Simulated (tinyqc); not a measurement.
# Reverse leakage of an n+-p junction: diffusion, generation, trap-assisted and band-to-band tunnelling: leakage components against the reverse bias

One-sided abrupt junction in the depletion approximation, x from the junction (0) to W on the p side, field F = F0 (1 - x/W). Flat quasi-Fermi levels, long p side. Traps generate through SRH with both lifetimes shortened by 1 + Gamma (Hurkx enhancement, form for moderate fields); band-to-band generation is local and needs a total bending above Eg.

ni = sqrt(Nc Nv) exp(-Eg/(2 Vt)), Eg in volts; Vbi = Vt ln(Na Nd/ni^2); W = sqrt(2 eps0 eps_r (Vbi + VR)/(q Na)); F0 = 2 (Vbi + VR)/W; FG = sqrt(24 mt m0 (kB T)^3)/(q hbar); J_diff = q ni^2 sqrt(Dn/tau)(1 - exp(-VR/Vt))/Na. u = (Vbi + VR)(1 - x/W)^2, p = Na exp(-u/Vt), n = Nd exp((u - Vbi - VR)/Vt); G0 = ni^2 (1 - exp(-VR/Vt))/(tau (n + p + 2 ni cosh(Et/Vt))); Gamma = 2 sqrt(3 pi)(F/FG) exp((F/FG)^2); trap-assisted part G0 Gamma; G_bb = Ab F^2.5 exp(-Bb/F) with F in V/cm, zero unless Vbi + VR > Eg, and counted as zero under 1 cm^-3 s^-1. Currents are q times the integrals over 0 to W; J_bb under 1e-8 of J is printed as 0; rows with F0/FG above 2.2, beyond the range of this Gamma, are left out.

Values chosen for this exercise; band and dielectric values close to those of gallium arsenide: temperature T = 250 K; band gap Eg = 1.42 eV; relative permittivity eps_r = 13; conduction-band density of states at T Nc = 3.32e17 cm^-3; valence-band density of states at T Nv = 6.73e18 cm^-3; acceptor density of the lighter side Na = 1.2e17 cm^-3; donor density of the heavier side Nd = 1e20 cm^-3; SRH lifetime of both carriers at zero field tau = 2e-9 s; trap level above the intrinsic level Et = -0.09 eV; tunnelling mass mt = 0.083 m0; electron diffusion coefficient on the lighter side Dn = 27 cm^2/s; band-to-band prefactor Ab = 3.7e16 cm^-0.5 V^-2.5 s^-1; band-to-band field constant Bb = 1.61e7 V/cm.

Constants: q = 1.602176634e-19 C, kB = 1.380649e-23 J/K, hbar = 1.054571817e-34 J s, m0 = 9.1093837015e-31 kg, Vt = kB T/q, eps0 = 8.8541878128e-14 F/cm where lengths are in cm. Results are converted to the units shown.

Result of one run:
```
VR (V),F0 (kV/cm),F0/FG,J_diff (A/cm^2),J_SRH (A/cm^2),J_TAT (A/cm^2),J_bb (A/cm^2),J (A/cm^2),largest part
1.2,298,1.84,8.20e-24,6.28e-14,2.65e-12,2.95e-19,2.71e-12,trap-assisted tunnelling
```

What becomes of these results when the reverse bias VR is changed from 1.2 to 1.7 V, all else the same?

Result of the changed run:
```
VR (V),F0 (kV/cm),F0/FG,J_diff (A/cm^2),J_SRH (A/cm^2),J_TAT (A/cm^2),J_bb (A/cm^2),J (A/cm^2),largest part
1.7,325,2.01,8.20e-24,7.94e-14,5.50e-12,3.75e-17,5.58e-12,trap-assisted tunnelling
```

The whole series:
```
VR (V),F0 (kV/cm),F0/FG,J_diff (A/cm^2),J_SRH (A/cm^2),J_TAT (A/cm^2),J_bb (A/cm^2),J (A/cm^2),largest part
0.2,235,1.45,8.20e-24,2.16e-14,3.42e-13,0,3.64e-13,trap-assisted tunnelling
0.7,268,1.66,8.20e-24,4.40e-14,1.14e-12,0,1.18e-12,trap-assisted tunnelling
1.2,298,1.84,8.20e-24,6.28e-14,2.65e-12,2.95e-19,2.71e-12,trap-assisted tunnelling
1.7,325,2.01,8.20e-24,7.94e-14,5.50e-12,3.75e-17,5.58e-12,trap-assisted tunnelling
2.2,349,2.16,8.20e-24,9.43e-14,1.09e-11,1.75e-15,1.10e-11,trap-assisted tunnelling
```

J rises from 3.64e-13 to 1.10e-11 A/cm^2. Trap-assisted tunnelling leads at VR = 0.2 and in all other rows. The ratio J_TAT/J_SRH goes from 15.9 to 116 as F0/FG goes from 1.45 to 2.16.

Range of the model: The n+ side is degenerate, so Vbi from Boltzmann statistics is only a guide.

Numbers from tinyqc (`OMP_NUM_THREADS=1 python tinyqc.py 2290120 2290121 out.jsonl`; about 0.01 s on one thread of a shared Intel Xeon 2.30GHz).
